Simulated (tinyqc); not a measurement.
Changing the repulsive exponent n: pair-potential crystal by lattice sums. Computed by tinyqc, a small Python program. Command: `OMP_NUM_THREADS=1 python tinyqc.py 3025762 3025763 out.jsonl pairsum sweep`. One thread of a shared host (Intel(R) Xeon(R) Processor @ 2.30GHz), about 0.06 s of CPU time with the checks.

Energy per atom E = (1/2) sum over neighbours of phi(r); d is the nearest-neighbour distance.

Inputs (values chosen for the exercise, for model atoms):

| quantity | value | unit |
|---|---|---|
| well depth eps | 0.0485 | eV |
| pair minimum r0 | 3.86 | angstrom |
| cut-off r_c/r0 | 1.9 | - |
| attractive exponent m | 6 | - |

Potential: Mie n-m. Structure: hcp.

Constants: 1 eV/angstrom^3 = 160.2176634 GPa.

Method:
- phi0(r) = eps [m (r0/r)^n - n (r0/r)^m]/(n - m); shifted-force cut-off: phi(r) = phi0(r) - phi0(r_c) - (r - r_c) phi0'(r_c) for r < r_c, zero beyond.
- Shells (distance in units of d, count): fcc 1.0000 (12), 1.4142 (6), 1.7321 (24), 2.0000 (12), 2.2361 (24), 2.4495 (8), 2.6458 (48), 2.8284 (6), 3.0000 (36), 3.1623 (24); hcp 1.0000 (12), 1.4142 (6), 1.6330 (2), 1.7321 (18), 1.9149 (12), 2.0000 (6), 2.2361 (12), 2.3805 (12), 2.4495 (6), 2.5166 (6), 2.5820 (12), 2.6458 (24), 2.7080 (6), 2.8868 (12), 3.0000 (12), 3.1091 (24), 3.1623 (12); bcc 1.0000 (8), 1.1547 (6), 1.6330 (12), 1.9149 (24), 2.0000 (8), 2.3094 (6), 2.5166 (24), 2.5820 (24), 2.8284 (24), 3.0000 (32); sc 1.0000 (6), 1.4142 (12), 1.7321 (8), 2.0000 (6), 2.2361 (24), 2.4495 (24), 2.8284 (12), 3.0000 (30), 3.1623 (24); diamond 1.0000 (4), 1.6330 (12), 1.9149 (12), 2.3094 (6), 2.5166 (12), 2.8284 (24), 3.0000 (16). Volumes per atom in d^3: fcc 0.70711, hcp 0.70711, bcc 0.76980, sc 1.00000, diamond 1.53960; hcp has the ideal c/a. Every shell inside the cut-off is summed.
- Equilibrium: dE/dd = 0 at the lowest minimum with d between 0.78 r0 and 1.45 r0; B = d^2 E''(d)/(9 Omega).
- Unrelaxed vacancy: removing an atom breaks its bonds (2|E|) and placing it on the surface returns |E|, so E_v = |E|.

One run for each value:

| repulsive exponent n | energy per atom (eV) | equilibrium distance d (angstrom) | bulk modulus B (GPa) |
|---|---|---|---|
| 8 | -0.2516 | 3.784 | 6.88 |
| 9 | -0.2586 | 3.795 | 7.73 |
| 10 | -0.2635 | 3.804 | 8.56 |
| 12 | -0.2694 | 3.817 | 10.20 |
| 14 | -0.2725 | 3.826 | 11.82 |
| 16 | -0.2742 | 3.832 | 13.62 |
| 20 | -0.2760 | 3.840 | 16.88 |
| 24 | -0.2770 | 3.844 | 20.14 |

Over the rows, energy per atom (eV) falls from -0.252 to -0.277 (exponent d ln y / d ln x 0.23 between the first rows and 0.019 between the last); equilibrium distance d (angstrom) rises from 3.784 to 3.844 (exponent d ln y / d ln x 0.024 between the first rows and 0.0064 between the last); bulk modulus B (GPa) rises from 6.88 to 20.1 (exponent d ln y / d ln x between 0.96 and 1.1). A harder core resists the pull of the further shells, so d stays nearer r0, and it stiffens the well.

Extremes, crossings and ranges named in words are read from the listed rows.
